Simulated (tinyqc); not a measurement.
## Trap spacing and activation energy from three currents

Question. In its exponential range, without heating, an amorphous layer of thickness ua passes I = (I0/2) exp[-(Ea - q V dz/(2 ua))/kB T]. Find dz, Ea and I0.

Values chosen for this exercise: amorphous thickness ua = 38 nm.

Constants: q = 1.602176634e-19 C, kB = 1.380649e-23 J/K. Results are converted to the units shown.

I at (1.2 V, 300 K), (1.8 V, 300 K) and (1.8 V, 340 K) (nA): [187.48349, 763.90868, 1996.0086]

Solution. The two voltages give dz/ua, the two temperatures the lowered barrier.

dz = 4.60 nm
Ea = 0.320 eV
I0 = 5.37 mA

Numbers from tinyqc (`OMP_NUM_THREADS=1 python tinyqc.py 2490110 2490111 out.jsonl`; about 0.01 s on one thread of a shared Intel Xeon 2.30GHz).
